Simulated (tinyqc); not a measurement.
# Intrinsic and extrinsic failures together

All devices wear out with slope 3.2 and scale t63; the share 0.01 also has a flaw with slope 0.39 and scale 0.03 t63: 1 - F = exp(-(t/t63)^3.2) [1 - 0.01 + 0.01 exp(-(t/(0.03 t63))^0.39)]. W = ln(-ln(1 - F)); the local slope is dW/d ln t.

Inputs (values chosen for the exercise):
- t63 = 630 s (characteristic time of a test capacitor)

Intrinsic and extrinsic failures together:
```
t (s),F,W,local slope,F of wear-out alone
0.0083,4.786e-4,-7.644,0.3806,2.416e-16
0.027,7.476e-4,-7.198,0.3752,1.053e-14
0.086,0.001149,-6.768,0.3669,4.290e-13
0.27,0.001736,-6.355,0.3543,1.669e-11
0.88,0.002609,-5.947,0.3344,7.319e-10
2.8,0.003780,-5.576,0.3053,2.972e-8
9.1,0.005287,-5.240,0.2630,1.291e-6
29,0.006985,-4.961,0.2272,5.270e-5
94,0.01071,-4.532,0.7803,0.002268
300,0.09752,-2.277,2.909,0.08889
980,0.9838,1.416,3.192,0.9836
```

The local slope goes from 0.381 through a minimum of 0.227 (at t = 29 s among the rows listed) to 3.19. At early times the flawed share sets F, 1.98e12 times the wear-out value in the first row, so a line fitted to the steep upper part says nothing about low percentiles.

Computed by the program tinyqc: `OMP_NUM_THREADS=1 python tinyqc.py 2070093 2070094 out.jsonl`, one thread of a shared Intel Xeon 2.30GHz, about 0.01 s for the whole run.
